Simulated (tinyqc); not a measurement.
p-n diode with diffusion and depletion-layer recombination: effect of the recombination velocity at the n contact.

Abrupt junction in the depletion approximation, low injection, full ionisation, neutral widths fixed, ohmic contact on the p side. Vj is the junction voltage; where a series resistance Rs is given, V = Vj + J Rs is the terminal voltage.

ni = sqrt(Nc Nv) exp(-Eg/(2 Vt)), Eg in volts; D = mu Vt; Ln = sqrt(Dn tn), Lp = sqrt(Dp tp); J0n = q ni^2 Dn coth(wp/Ln)/(Ln Na); J0p = (q ni^2 Dp/(Lp Nd)) (s + tanh(wn/Lp))/(1 + s tanh(wn/Lp)), s = Sp Lp/Dp. J_diff = (J0n + J0p)(exp(Vj/Vt) - 1). Vbi = Vt ln(Na Nd/ni^2), W = sqrt(2 eps0 eps_r (Vbi - Vj)(1/Na + 1/Nd)/q), xp = W Nd/(Na + Nd), xn = W Na/(Na + Nd); u(x) = q Na (x + xp)^2/(2 eps0 eps_r) for x < 0 and Vbi - Vj - q Nd (xn - x)^2/(2 eps0 eps_r) for x > 0; p = Na exp(-u/Vt), n = Nd exp((u - Vbi + Vj)/Vt); U = ni^2 (exp(Vj/Vt) - 1)/(tp (n + ni exp(Et/Vt)) + tn (p + ni exp(-Et/Vt))); J_scr = q times the integral of U from -xp to xn. J = J_diff + J_scr.

Inputs (values chosen for the exercise); band and dielectric values close to those of silicon:
```
symbol    value        unit                                               meaning
T           300           K                                           temperature
Eg         1.11          eV                                              band gap
eps_r      11.5                                             relative permittivity
Nc      2.83e19       cm^-3                conduction-band density of states at T
Nv      2.69e19       cm^-3                   valence-band density of states at T
Na       1.4e16       cm^-3                                      acceptor density
Nd       8.6e16       cm^-3                                         donor density
mun        1200  cm^2/(V s)                       electron mobility in the p side
mup         300  cm^2/(V s)                           hole mobility in the n side
tn         6e-6           s                                     electron lifetime
tp         6e-8           s                                         hole lifetime
wp          1.7          um                           neutral width of the p side
wn           15          um                           neutral width of the n side
Et        -0.13          eV                  trap level above the intrinsic level
Vj         0.58           V  junction voltage at which recombination is evaluated
```

Constants: q = 1.602176634e-19 C, kB = 1.380649e-23 J/K, Vt = kB T/q, eps0 = 8.8541878128e-14 F/cm where lengths are in cm. Results are converted to the units shown.

The same in every row: J0n (A/cm^2) = 3.583e-10; J_scr (A/cm^2) = 4.737e-4; wn/Lp = 2.199.

Result of one run:
```
Sp (cm/s)  J0p (A/cm^2)  J_diff (A/cm^2)  J_scr/J (%)
10000         3.628e-12            2.005      0.02362
```

What becomes of these results when the recombination velocity at the n contact Sp is changed from 10000 to 1000 cm/s, all else the same?

Result of the changed run:
```
Sp (cm/s)  J0p (A/cm^2)  J_diff (A/cm^2)  J_scr/J (%)
1000          3.559e-12            2.005      0.02362
```

The whole series:
```
Sp (cm/s)  J0p (A/cm^2)  J_diff (A/cm^2)  J_scr/J (%)
1             3.545e-12            2.005      0.02363
10            3.545e-12            2.005      0.02363
100           3.547e-12            2.005      0.02363
1000          3.559e-12            2.005      0.02362
10000         3.628e-12            2.005      0.02362
1e5           3.705e-12            2.006      0.02362
1e6           3.722e-12            2.006      0.02361
1e7           3.724e-12            2.006      0.02361
```

As Sp goes from 1 to 1e7, J0p rises from 3.55e-12 to 3.72e-12 A/cm^2, J_scr stays at 4.74e-4 A/cm^2 and its share stays near 0.0236 %. J0p crosses its long-base value at Sp = Dp/Lp = 11400 cm/s; with wn/Lp = 2.2 the contact changes it by a factor of 1.05 over the table.

Computed by the program tinyqc: `OMP_NUM_THREADS=1 python tinyqc.py 2260061 2260062 out.jsonl`, one thread of a shared Intel Xeon 2.30GHz, about 0.01 s for the whole run.
